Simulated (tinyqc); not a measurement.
Grain growth, pinning, strength and diffusional creep of a polycrystal or thin film: one step, computed by the program tinyqc. Command: `OMP_NUM_THREADS=1 python tinyqc.py 3018456 3018457 out.jsonl grain walk`. One thread of a shared host (Intel(R) Xeon(R) Processor @ 2.30GHz), about 0.01 s of CPU time with the checks.

One mean grain size d describes the structure.

Question. Diffusional creep at T_c. Nabarro-Herring rate = 14 sigma Omega D_l/(k_B T d^2), D_l = D0 exp(-Q_l/(k_B T)); Coble rate = 14 pi sigma Omega delta D_b/(k_B T d^3), delta D_b = delta D0b exp(-Q_b/(k_B T)); they are equal at d_x = pi delta D_b/D_l.

Inputs (values chosen for the exercise, modelled on tungsten):
```
quantity                         value        unit
atomic volume Omega              15.85  angstrom^3
anneal temperature T              2792           K
lattice diffusion energy Q_l      5.53          eV
boundary diffusion energy Q_b     3.99          eV
lattice prefactor D0           0.00011       m^2/s
boundary prefactor delta D0b   1.3e-15       m^3/s
applied stress sigma                18         MPa
service temperature T_c           1166           K
```

grain size d = 981.9668 nm

Constants: k_B = 1.380649e-23 J/K; k_B = 8.617333262e-05 eV/K.

Give: Nabarro-Herring rate; Coble rate; crossover size d_x; time to 1 % strain.

Answer.

Nabarro-Herring rate = 3.545e-17 1/s

Coble rate = 6.075e-15 1/s

crossover size d_x = 168.3 micrometre

time to 1 % strain = 1.637e+12 s

Boundary diffusion carries the creep, by a factor 170. Caution: the time to 1 % strain exceeds a century, so diffusional creep is negligible in practice.
